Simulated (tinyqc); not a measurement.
Scattering rates of a carrier in a spherical band by Fermi's golden rule: one step, computed by the program tinyqc.

All processes here are isotropic or elastic, and the rate listed is the momentum relaxation rate.

Question. Optical or intervalley phonons. Kane band: hbar^2 k^2/(2 m) = E (1 + alpha E), speed v = hbar k/(m (1 + 2 alpha E)), states per spin, volume and energy g(E) = m k (1 + 2 alpha E)/(2 pi^2 hbar^2); overlap factors are set to 1. Masses are multiplied by m_0 and all formulas are in SI units. Phonon occupation N_q = 1/(exp(hbar w/(k_B T)) - 1). Optical or intervalley deformation potential: 1/tau = (pi Z_f D_o^2/(rho w)) [N_q g(E + hbar w) + (N_q + 1) g(E - hbar w)], with g = 0 below the band edge.

Inputs (values chosen for the exercise, modelled on holes in germanium):
```
quantity,value,unit
density-of-states mass of one valley m,0.306,m_0
non-parabolicity alpha,0.32,1/eV
density rho,5323,kg/m^3
phonon energy hbar w,37.8,meV
optical or intervalley deformation potential D_o,8.8,1e8 eV/cm
final valleys Z_f,1,-
temperature T,100,K
carrier energy E,66,meV
```

Crystal: non-polar. Band: Kane. Impurity formula: Conwell-Weisskopf. Further scattering: none.

Constants: e = 1.602176634e-19 C; hbar = 6.582119569e-16 eV s; k_B = 8.617333262e-05 eV/K; m_0 = 9.1093837015e-31 kg; hbar = 1.054571817e-34 J s.

Give: absorption rate; emission rate.

Answer.

absorption rate = 3.2353e+10 1/s

emission rate = 1.2784e+12 1/s

Emission is 39.5 times absorption here.
